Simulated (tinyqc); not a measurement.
Polarisation charge from two barrier thicknesses.

Question. VT = phiB - dEc - q sigma d/(eps0 eps_r). Find sigma, phiB - dEc and the thickness at which VT = 0.

Parameters, values chosen for the exercise: relative permittivity of barrier and channel eps_r = 9.2.

Constants: q = 1.602176634e-19 C, eps0 = 8.8541878128e-14 F/cm where lengths are in cm. Results are converted to the units shown.

VT for d = 20 and 26 nm (V): [-4.2586002, -5.7835002]

Answer. VT is linear in d.

sigma = 1.292e13 cm^-2
phiB - dEc = 0.8244 V
thickness for VT = 0 = 3.244 nm

Numbers from tinyqc (`OMP_NUM_THREADS=1 python tinyqc.py 2570022 2570023 out.jsonl`; about 0.01 s on one thread of a shared Intel Xeon 2.30GHz).
